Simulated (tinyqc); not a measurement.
From results back to parameters: dielectric confinement in a thin film (image charges). Three cases, with inputs chosen for the exercise.

Problem. The self-energy at the centre was computed from a hidden eh.

A film |z| < t/2 of dielectric constant eps between half-spaces of dielectric constant e2; lam = (eps - e2)/(eps + e2), q = e^2/(4 pi eps0). The self-energy of a band edge is taken with the high-frequency value, e2 = eh, and the field of a fixed ion with the static one, e2 = eo. A charge at z has images lam^|n| at n t + (-1)^n z. Its self-energy is S(z) = (q/2 eps) sum over n >= 1 of lam^n [1/(n t - 2z) + 1/(n t + 2z)] for odd n and 2 lam^n/(n t) for even n; at the centre S(0) = -(q/(eps t)) ln(1 - lam).

Constants: e^2/(4 pi eps0) = 14.39964547 eV angstrom.

Find: lam; eh.

Method. lam = 1 - exp(-S(0) eps t/q), and eh = eps (1 - lam)/(1 + lam).

Case 1.

Values chosen: t = 34 angstrom (film thickness); eps = 16.2 (dielectric constant of the film).
S(0) = 39.6102 meV

Solution.

lam = 0.7802
eh = 2.0

Case 2.

Values chosen: t = 22 angstrom (film thickness); eps = 11.8 (dielectric constant of the film).
S(0) = 68.6909 meV

Solution.

lam = 0.7101
eh = 2.0

Case 3.

Values chosen: t = 46 angstrom (film thickness); eps = 16 (dielectric constant of the film).
S(0) = 17.5415 meV

Solution.

lam = 0.5920
eh = 4.1

Computed by tinyqc, one run a case: `OMP_NUM_THREADS=1 python tinyqc.py N N+1 out.jsonl` with N = 1251838, 1251842, 1251911; one thread of a shared Intel(R) Xeon(R) Processor @ 2.30GHz, about 0.06 s a run at most.
